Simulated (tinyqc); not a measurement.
Sp3 tight binding, zinc-blende lattice, step by step. One step of it, computed by the program tinyqc.

Question. Levels at L. Diagonalise the Hermitian matrix.

H(k) at L (eV):
```
                      a s                 a px                 a py                 a pz
a s            -12.610000             0.000000             0.000000             0.000000
a px             0.000000            -7.790000             0.000000             0.000000
a py             0.000000             0.000000            -7.790000             0.000000
a pz             0.000000             0.000000             0.000000            -7.790000
c s   -4.862352-4.862352i   3.019953+3.019953i   3.019953+3.019953i   3.019953+3.019953i
c px  -3.019953-3.019953i   1.178752+1.178752i  -3.499420-3.499420i  -3.499420-3.499420i
c py  -3.019953-3.019953i  -3.499420-3.499420i   1.178752+1.178752i  -3.499420-3.499420i
c pz  -3.019953-3.019953i  -3.499420-3.499420i  -3.499420-3.499420i   1.178752+1.178752i

                      c s                 c px                 c py                 c pz
a s   -4.862352+4.862352i  -3.019953+3.019953i  -3.019953+3.019953i  -3.019953+3.019953i
a px   3.019953-3.019953i   1.178752-1.178752i  -3.499420+3.499420i  -3.499420+3.499420i
a py   3.019953-3.019953i  -3.499420+3.499420i   1.178752-1.178752i  -3.499420+3.499420i
a pz   3.019953-3.019953i  -3.499420+3.499420i  -3.499420+3.499420i   1.178752-1.178752i
c s            -10.190000             0.000000             0.000000             0.000000
c px             0.000000            -6.530000             0.000000             0.000000
c py             0.000000             0.000000            -6.530000             0.000000
c pz             0.000000             0.000000             0.000000            -6.530000
```

Give: eigenvalues.

Answer.

eigenvalues (eV): -20.9073  -19.0929  -13.8059  -13.8059  -0.7182  -0.5141  -0.5141  3.5985
